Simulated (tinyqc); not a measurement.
Convergence with the size of the ring: vibrations of a mass or spring defect in a linear chain. Computed by tinyqc, a small Python program. Command: `OMP_NUM_THREADS=1 python tinyqc.py 3000401 3000402 out.jsonl localmode walk`. One thread of a shared host (Intel(R) Xeon(R) Processor @ 2.30GHz), about 0.01 s of CPU time with the checks.

A ring of N atoms with nearest-neighbour springs k and motion along the chain. Atom 1 is the defect, of mass M', and its two springs are k'. All other atoms have the mass M.

Inputs (values chosen for the exercise, for a model chain):
```
quantity                         value           unit
spring constant k                 9.34  eV/angstrom^2
host mass M                       93.1              u
defect mass M'                    24.2              u
spring ratio k'/k at the defect    1.5              -
```

Host: monatomic.

Constants: nu for 1 eV/(angstrom^2 u) = 15.6333042 THz.

Method:
- Host band: lambda from 0 to 4k/M.
- nu = 15.6333042 THz x sqrt(lambda), lambda in eV/(angstrom^2 u).
- D_ii = (sum of the two springs at i)/M_i, D_ij = -k_ij/sqrt(M_i M_j) for neighbours, closed into a ring.
- The same matrix for 120 atoms; amplitudes are the mass-weighted eigenvector, in size, relative to the defect, for the highest mode; its weight is the squared component of the normalised eigenvector on the defect.

band edges (THz): 0.00000  9.90329

ratio to the top of the host band = 1.81498

highest frequency, long ring = 17.9743 THz

weight of the highest mode on the defect = 0.865248

Highest mode:
```
N    frequency (THz)  weight on the defect  modes outside the bands
4             17.982               0.86264                        1
6             17.974               0.86521                        1
8             17.974               0.86525                        1
12            17.974               0.86525                        1
20            17.974               0.86525                        1
40            17.974               0.86525                        1
80            17.974               0.86525                        1
120           17.974               0.86525                        1
```

What follows from these numbers?

The local mode is within 0.01 % of its final value from N = 6 on, and its weight on the defect settles at 0.865: a bound mode needs only a cell larger than its decay length.

Extremes, crossings and ranges named in words are read from the listed rows.
